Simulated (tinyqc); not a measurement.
From results back to parameters: strained quantum well: band edges, subbands and transparency. Two cases, with inputs chosen for the exercise.

Problem. In a thick strained layer the gaps to heavy and light holes are Ec - E_HH and Ec - E_LH. They were computed from hidden e and Eg.

Growth on (001), barriers unstrained: tr(e) = e (2 - nu2), Z = b e (1 + nu2); Ec = Ev + Eg + ac tr(e), E_HH = Ev + av tr(e) + Z, E_LH = Ev + av tr(e) - Z (coupling to the split-off band left out).

Case 1.

Values chosen (near those of an InGaAs/InP well; shifted at random, so the results belong to these values and not to a real crystal):
- nu2 = 1.01 (2 C12/C11)
- ac = -5.9 eV
- av = 1.06 eV (Ev moves by av tr(e))
- b = -1.88 eV (shear potential)

Ec - E_HH, Ec - E_LH (eV): 0.65687  0.69541

Case 2.

Values chosen (near those of an InGaAs/AlGaAs well; shifted at random, so the results belong to these values and not to a real crystal):
- nu2 = 0.958 (2 C12/C11)
- ac = -6.63 eV
- av = 1.12 eV (Ev moves by av tr(e))
- b = -1.95 eV (shear potential)

Ec - E_HH, Ec - E_LH (eV): 1.12691  1.26665

Find: Z; e; Eg.

Solution. Half of (Ec - E_LH) - (Ec - E_HH) is Z, which gives e; the mean is Eg + (ac - av) tr(e).

Case 1.

Z = 0.0193 eV
e = -0.0051
Eg = 0.641 eV

Case 2.

Z = 0.0699 eV
e = -0.0183
Eg = 1.049 eV

Computed by tinyqc, one run a case: `OMP_NUM_THREADS=1 python tinyqc.py N N+1 out.jsonl` with N = 1281458, 1281490; one thread of a shared Intel(R) Xeon(R) Processor @ 2.30GHz, about 0.03 s a run at most.
